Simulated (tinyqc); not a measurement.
# Thin film between two gates, subbands and threshold shift from confinement: confinement against the film thickness

Undoped body with a flat potential across it, hard walls, transport along x. Three valley pairs (g = 2 each) with the longitudinal mass along x, y or z. Non-parabolicity enters the subband edges through E (1 + al E) = gamma, so E = 2 gamma/(1 + sqrt(1 + 4 al gamma)); motion within a subband is taken as parabolic with the band-edge mass. Energies are counted from the bulk band edge.

gamma = C (pi k/(t + dl))^2/mz, C = hbar^2/(2 m0). Each subband has N_k = g sqrt(mx my) m0 kB T/(pi hbar^2); without degeneracy n = exp(EF/Vt) sum N_k exp(-E_k/Vt). Classical value Nc times t, Nc = sum over valleys of 2 g (m m0 kB T/(2 pi hbar^2))^1.5 with m = (mx my mz)^(1/3). Threshold shift dVT = Vt ln(classical value/sum N_k exp(-E_k/Vt)). With degeneracy n = sum N_k F((EF - E_k)/Vt), F(x) = ln(1 + exp(x)); gate: Vg = EF + q n/(Cg P), P = 2 (both faces), summed over the 60 lowest subbands at most, with Vg counted from the value that would put EF at the bulk band edge of an empty body. The last two columns are for Vg = 0.5 V; sensitivity d(dVT)/dt by central differences between 0.99 and 1.01 times the value.

Inputs (values chosen for the exercise); masses close to those of silicon: temperature T = 77 K; longitudinal mass ml = 0.912 m0; transverse mass mt = 0.191 m0; non-parabolicity al = 0.5 1/eV; widening of the box by penetration into the insulator dl = 0.3 nm; gate capacitance per area of interface Cg = 3.5 uF/cm^2.

Constants: q = 1.602176634e-19 C, kB = 1.380649e-23 J/K, hbar = 1.054571817e-34 J s, m0 = 9.1093837015e-31 kg, Vt = kB T/q, hbar^2/(2 m0) = 0.0380998212 eV nm^2. Results are converted to the units shown.

Results:
```
t (nm)  E_1 (meV)  gap to the next edge (meV)  dVT (mV)  sensitivity (mV/nm)  n/P (cm^-2)  share of the lowest subband (%)
2           75.12                       199.1     72.51               -59.73     7.287e12                            100.0
2.7         44.81                       124.2     44.19               -26.78     7.809e12                            99.87
3.6         26.75                       76.37     28.04               -11.70     8.441e12                            82.10
4.7         16.36                       47.57     19.41               -5.107     9.157e12                            56.17
6.3         9.421                       27.75     14.17               -2.138     9.701e12                            38.26
8.4         5.433                       16.12     10.62               -1.447     1.003e13                            28.14
15          1.760                       5.261     4.701              -0.4505     1.040e13                            17.20
20          1.000                       2.994     3.178              -0.2051     1.053e13                            13.28
```

Estimate the missing row, t = 11 nm.

Computed row:
```
t (nm)  E_1 (meV)  gap to the next edge (meV)  dVT (mV)  sensitivity (mV/nm)  n/P (cm^-2)  share of the lowest subband (%)
11          3.224                       9.610     7.436              -0.9873     1.023e13                            22.20
```

With this row back in the table: As t grows from 2 to 20 nm, E_1 falls from 75.1 to 1.00 meV and dVT falls from 72.5 to 3.18 mV. E_1 goes as t^(-1.72) at the thin end (-2 for a parabolic band without penetration); a thickness error of 0.2 nm moves the threshold by 12 mV in the first row and 0.041 mV in the last. The charge per interface area rises from 7.29e12 to 1.05e13 cm^-2. For t = 2, 2.7 the body is too thin for bulk effective masses to be reliable. In every row the charge in the last two columns would bend the potential across the body noticeably, which is left out.

Program tinyqc, `OMP_NUM_THREADS=1 python tinyqc.py 2350098 2350099 out.jsonl`; Intel Xeon 2.30GHz, shared host, one thread, about 0.05 s.
